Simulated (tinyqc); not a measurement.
As the film thickens, and with more bath resistance: electroplating on a thin resistive seed layer: kinetics, Wagner number and the terminal effect across a wafer. Computed by tinyqc, a small Python program. Command: `OMP_NUM_THREADS=1 python tinyqc.py 3120849 3120850 out.jsonl terminal walk`. One thread of a shared host (Intel(R) Xeon(R) Processor @ 2.30GHz), about 0.02 s of CPU time with the checks.

Current enters the seed at the rim. The bath is treated as a local resistance per area (no lateral flow in the liquid), two electrons per ion, molar volume 7.11 cm^3/mol, Faraday constant F = e N_A, kinematic viscosity 0.01 cm^2/s, omega = 2 pi x rpm/60; k_B T/e is in volts.

Inputs (values chosen for the exercise, of the order of those for copper plating from an acid sulfate bath):
```
quantity                               value         unit
wafer radius R                            15           cm
seed thickness t                          29           nm
seed resistivity                          19  microohm cm
bath conductivity kappa                 0.18         S/cm
gap to the anode h                       5.2           cm
extra resistance of a porous plate       100     ohm cm^2
exchange current density i_0            0.19      mA/cm^2
cathodic transfer coefficient alpha     0.53            -
mean current density                     2.1      mA/cm^2
diffusivity of the metal ion         5.2e-06       cm^2/s
metal ion concentration                 0.58        mol/L
rotation rate                            100          rpm
temperature T                            298            K
```

Constants: e = 1.602176634e-19 C; N_A = 6.02214076e+23 1/mol; k_B = 8.617333262e-05 eV/K.

Method:
- Growth rate = i V_m/(2 F). Levich limit i_L = 0.62 x 2 F D^(2/3) omega^(1/2) nu^(-1/6) c. Tafel overpotential eta = (k_B T/(alpha e)) ln(i/i_0); kinetic resistance k_B T/(alpha e i); bath resistance h/kappa + plate; R_s = resistivity/t; Wagner number = kinetic resistance x kappa/R.
- Full model: seed potential phi(r) with (1/r)(r phi')' = R_s i, where i solves phi = R_b i + (k_B T/(alpha e)) ln(i/i_0) (phi being the driving voltage left at r); phi'(0) = 0 and phi'(R) = R_s i_mean R/2. Solved by collocation to a tolerance of 1e-7.
- The film is taken as uniform, with the seed resistivity; the last column adds 100 ohm cm^2 to R_b. Extra power of that plate = i^2 x 100 ohm cm^2 x area.

sheet resistance R_s = 6.55172 ohm/square

bath resistance R_b = 128.889 ohm cm^2

Edge over centre:
```
thickness (nm)  R_s (ohm/square)  as given  with 100 ohm cm^2 more
29.0                      6.5517    5.0754                  3.0575
43.5                      4.3678    3.3254                  2.2305
58.0                      3.2759    2.6036                  1.8724
87.0                      2.1839    1.9787                  1.5492
145.0                     1.3103    1.5454                  1.3144
290.0                     0.6552    1.2574                  1.1517
580.0                     0.3276    1.1250                  1.0745
```

extra power = 0.31172 W

What follows from these numbers?

The ratio falls below 1.1 in none of these rows as given, and from 580 nm on with the added resistance: what counts is R_s R^2 against the sum of kinetic and bath resistance.
